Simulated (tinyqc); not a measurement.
Inside a calculation. Method: Hueckel theory of the pi electrons with the omega technique, for the molecule c1ccc2c(c1)ccc1ccccc12 (SMILES; centres numbered as the heavy atoms are written). Computed by tinyqc, a small Python program that keeps every step. Settings: charge = 0, omega = 0.6, damping = 0. Command: `OMP_NUM_THREADS=1 python tinyqc.py 23801 23802 out.jsonl` (the two numbers bound the seeds that draw the settings). One thread of a shared host (Intel(R) Xeon(R) Processor @ 2.60GHz), about 0.03 s of CPU time with the checks.

## The Hueckel matrix

Centres:

| centre | z_r, pi electrons of the neutral centre | h |
|---|---|---|
| 1C | 1 | 0.000000 |
| 2C | 1 | 0.000000 |
| 3C | 1 | 0.000000 |
| 4C | 1 | 0.000000 |
| 5C | 1 | 0.000000 |
| 6C | 1 | 0.000000 |
| 7C | 1 | 0.000000 |
| 8C | 1 | 0.000000 |
| 9C | 1 | 0.000000 |
| 10C | 1 | 0.000000 |
| 11C | 1 | 0.000000 |
| 12C | 1 | 0.000000 |
| 13C | 1 | 0.000000 |
| 14C | 1 | 0.000000 |

Bonds:

| i | j | k |
|---|---|---|
| 1 | 2 | 1 |
| 2 | 3 | 1 |
| 3 | 4 | 1 |
| 4 | 5 | 1 |
| 5 | 6 | 1 |
| 5 | 7 | 1 |
| 7 | 8 | 1 |
| 8 | 9 | 1 |
| 9 | 10 | 1 |
| 10 | 11 | 1 |
| 11 | 12 | 1 |
| 12 | 13 | 1 |
| 13 | 14 | 1 |
| 6 | 1 | 1 |
| 14 | 9 | 1 |
| 14 | 4 | 1 |

H_rr = alpha + h_r beta, H_rs = k_rs beta for bonded centres.

Hueckel matrix in units of beta (H = alpha + beta A), lower triangle:
```
           1C        2C        3C        4C        5C        6C        7C        8C
1C   0.000000
2C   1.000000  0.000000
3C   0.000000  1.000000  0.000000
4C   0.000000  0.000000  1.000000  0.000000
5C   0.000000  0.000000  0.000000  1.000000  0.000000
6C   1.000000  0.000000  0.000000  0.000000  1.000000  0.000000
7C   0.000000  0.000000  0.000000  0.000000  1.000000  0.000000  0.000000
8C   0.000000  0.000000  0.000000  0.000000  0.000000  0.000000  1.000000  0.000000
9C   0.000000  0.000000  0.000000  0.000000  0.000000  0.000000  0.000000  1.000000
10C  0.000000  0.000000  0.000000  0.000000  0.000000  0.000000  0.000000  0.000000
11C  0.000000  0.000000  0.000000  0.000000  0.000000  0.000000  0.000000  0.000000
12C  0.000000  0.000000  0.000000  0.000000  0.000000  0.000000  0.000000  0.000000
13C  0.000000  0.000000  0.000000  0.000000  0.000000  0.000000  0.000000  0.000000
14C  0.000000  0.000000  0.000000  1.000000  0.000000  0.000000  0.000000  0.000000

           9C       10C       11C       12C       13C       14C
9C   0.000000
10C  1.000000  0.000000
11C  0.000000  1.000000  0.000000
12C  0.000000  0.000000  1.000000  0.000000
13C  0.000000  0.000000  0.000000  1.000000  0.000000
14C  1.000000  0.000000  0.000000  0.000000  1.000000  0.000000
```

## Orbitals, round 1

pi electrons, sum of z_r less the charge = 14

Diagonalise; E = alpha + x beta with beta < 0, so the largest x are filled first; degenerate levels share their electrons. P = sum n_i c_ri c_si; each orbital has its largest coefficient positive (the first on a tie).

x values: 2.434764  1.950627  1.516274  1.305800  1.142384  0.769052  0.605225  -0.605225  -0.769052  -1.142384  -1.305800  -1.516274  -1.950627  -2.434764

occupations: 2.000000  2.000000  2.000000  2.000000  2.000000  2.000000  2.000000  0.000000  0.000000  0.000000  0.000000  0.000000  0.000000  0.000000

coefficients:
```
          MO1        MO2        MO3        MO4        MO5        MO6        MO7        MO8
1C   0.149742   0.314270  -0.201719   0.405805  -0.143772   0.388594  -0.042047   0.042047
2C   0.157171   0.287088  -0.325398   0.196535  -0.385537   0.025844   0.314740   0.314740
3C   0.232931   0.245732  -0.291674  -0.149170  -0.296660  -0.368719   0.232535  -0.232535
4C   0.409962   0.192244  -0.116859  -0.391321   0.046637  -0.309407  -0.174003  -0.174003
5C   0.355267   0.321507   0.231343   0.029504   0.396575  -0.178639  -0.163843   0.163843
6C   0.207416   0.325935   0.019537   0.333366   0.221295   0.273005  -0.340187  -0.340187
7C   0.247614   0.108962   0.448101   0.096482   0.185109  -0.100980   0.415029   0.415029
8C   0.247614  -0.108962   0.448101   0.096482  -0.185109   0.100980   0.415029  -0.415029
9C   0.355267  -0.321507   0.231343   0.029504  -0.396575   0.178639  -0.163843  -0.163843
10C  0.207416  -0.325935   0.019537   0.333366  -0.221295  -0.273005  -0.340187   0.340187
11C  0.149742  -0.314270  -0.201719   0.405805   0.143772  -0.388594  -0.042047  -0.042047
12C  0.157171  -0.287088  -0.325398   0.196535   0.385537  -0.025844   0.314740  -0.314740
13C  0.232931  -0.245732  -0.291674  -0.149170   0.296660   0.368719   0.232535   0.232535
14C  0.409962  -0.192244  -0.116859  -0.391321  -0.046637   0.309407  -0.174003   0.174003

           MO9       MO10       MO11       MO12       MO13       MO14
1C    0.388594  -0.143772   0.405805   0.201719  -0.314270  -0.149742
2C   -0.025844   0.385537  -0.196535  -0.325398   0.287088   0.157171
3C   -0.368719  -0.296660  -0.149170   0.291674  -0.245732  -0.232931
4C    0.309407  -0.046637   0.391321  -0.116859   0.192244   0.409962
5C   -0.178639   0.396575   0.029504  -0.231343  -0.321507  -0.355267
6C   -0.273005  -0.221295  -0.333366   0.019537   0.325935   0.207416
7C    0.100980  -0.185109  -0.096482   0.448101   0.108962   0.247614
8C    0.100980  -0.185109   0.096482  -0.448101   0.108962  -0.247614
9C   -0.178639   0.396575  -0.029504   0.231343  -0.321507   0.355267
10C  -0.273005  -0.221295   0.333366  -0.019537   0.325935  -0.207416
11C   0.388594  -0.143772  -0.405805  -0.201719  -0.314270   0.149742
12C  -0.025844   0.385537   0.196535   0.325398   0.287088  -0.157171
13C  -0.368719  -0.296660   0.149170  -0.291674  -0.245732   0.232931
14C   0.309407  -0.046637  -0.391321   0.116859   0.192244  -0.409962
```

charge and bond-order matrix P, lower triangle:
```
            1C         2C         3C         4C         5C         6C         7C         8C
1C    1.000000
2C    0.622780   1.000000
3C    0.000000   0.701565   1.000000
4C   -0.266090   0.000000   0.589957   1.000000
5C    0.000000  -0.260841   0.000000   0.542301   1.000000
6C    0.706814   0.000000  -0.344875   0.000000   0.575124   1.000000
7C   -0.126441   0.000000   0.036377   0.000000   0.505924   0.000000   1.000000
8C    0.000000   0.170778   0.000000  -0.243297   0.000000  -0.195641   0.774659   1.000000
9C    0.101577   0.000000  -0.108897   0.000000  -0.170203   0.000000   0.000000   0.505924
10C   0.000000  -0.061240   0.000000   0.045961   0.000000   0.081054  -0.195641   0.000000
11C  -0.081763   0.000000   0.093617   0.000000   0.101577   0.000000   0.000000  -0.126441
12C   0.000000   0.073095   0.000000  -0.116857   0.000000  -0.061240   0.170778   0.000000
13C   0.093617   0.000000  -0.137380   0.000000  -0.108897   0.000000   0.000000   0.036377
14C   0.000000  -0.116857   0.000000   0.460537   0.000000   0.045961  -0.243297   0.000000

            9C        10C        11C       12C       13C       14C
9C    1.000000
10C   0.575124   1.000000
11C   0.000000   0.706814   1.000000
12C  -0.260841   0.000000   0.622780  1.000000
13C   0.000000  -0.344875   0.000000  0.701565  1.000000
14C   0.542301   0.000000  -0.266090  0.000000  0.589957  1.000000
```

## Omega technique, round 1

h_r = h_r(0) + omega q_r, omega = 0.6, with q_r = z_r - P_rr.

matrix after round 1, lower triangle:
```
           1C        2C        3C        4C        5C        6C        7C        8C
1C   0.000000
2C   1.000000  0.000000
3C   0.000000  1.000000  0.000000
4C   0.000000  0.000000  1.000000  0.000000
5C   0.000000  0.000000  0.000000  1.000000  0.000000
6C   1.000000  0.000000  0.000000  0.000000  1.000000  0.000000
7C   0.000000  0.000000  0.000000  0.000000  1.000000  0.000000  0.000000
8C   0.000000  0.000000  0.000000  0.000000  0.000000  0.000000  1.000000  0.000000
9C   0.000000  0.000000  0.000000  0.000000  0.000000  0.000000  0.000000  1.000000
10C  0.000000  0.000000  0.000000  0.000000  0.000000  0.000000  0.000000  0.000000
11C  0.000000  0.000000  0.000000  0.000000  0.000000  0.000000  0.000000  0.000000
12C  0.000000  0.000000  0.000000  0.000000  0.000000  0.000000  0.000000  0.000000
13C  0.000000  0.000000  0.000000  0.000000  0.000000  0.000000  0.000000  0.000000
14C  0.000000  0.000000  0.000000  1.000000  0.000000  0.000000  0.000000  0.000000

           9C       10C       11C       12C       13C       14C
9C   0.000000
10C  1.000000  0.000000
11C  0.000000  1.000000  0.000000
12C  0.000000  0.000000  1.000000  0.000000
13C  0.000000  0.000000  0.000000  1.000000  0.000000
14C  1.000000  0.000000  0.000000  0.000000  1.000000  0.000000
```

## Convergence

Each round sets h_r = h_r(0) + omega (z_r - P_rr), keeping the share named as damping of the old diagonal; repeat until output and input diagonals agree to 1e-6.

Rounds:

| round | sum n x | largest \|h(out) - h(in)\| |
|---|---|---|
| 1 | 19.448251 | 7.99e-16 |

Converged in 1 rounds.

## Energy, charges, bond orders

E = sum n x; q_r = z_r - P_rr; bond order p = P_rs; free valence = sqrt(3) - sum of p over the bonds of the atom.

pi energy = 14 alpha + this times beta = 19.448251

pi charges: 1C 0.000000, 2C 0.000000, 3C 0.000000, 4C 0.000000, 5C 0.000000, 6C 0.000000, 7C 0.000000, 8C 0.000000, 9C 0.000000, 10C 0.000000, 11C 0.000000, 12C 0.000000, 13C 0.000000, 14C 0.000000

Bond orders and lengths from R = 1.517 - 0.180 p (angstrom, C-C alone):

| bond | p | R |
|---|---|---|
| 1-2 | 0.622780 | 1.404900 |
| 2-3 | 0.701565 | 1.390718 |
| 3-4 | 0.589957 | 1.410808 |
| 4-5 | 0.542301 | 1.419386 |
| 5-6 | 0.575124 | 1.413478 |
| 5-7 | 0.505924 | 1.425934 |
| 7-8 | 0.774659 | 1.377561 |
| 8-9 | 0.505924 | 1.425934 |
| 9-10 | 0.575124 | 1.413478 |
| 10-11 | 0.706814 | 1.389773 |
| 11-12 | 0.622780 | 1.404900 |
| 12-13 | 0.701565 | 1.390718 |
| 13-14 | 0.589957 | 1.410808 |
| 6-1 | 0.706814 | 1.389773 |
| 14-9 | 0.542301 | 1.419386 |
| 14-4 | 0.460537 | 1.434103 |

free valence of the carbons: 1C 0.402457, 2C 0.407706, 3C 0.440529, 4C 0.139255, 5C 0.108702, 6C 0.450113, 7C 0.451468, 8C 0.451468, 9C 0.108702, 10C 0.450113, 11C 0.402457, 12C 0.407706, 13C 0.440529, 14C 0.139255

gap between the highest filled and the next level = 1.210450 |beta|
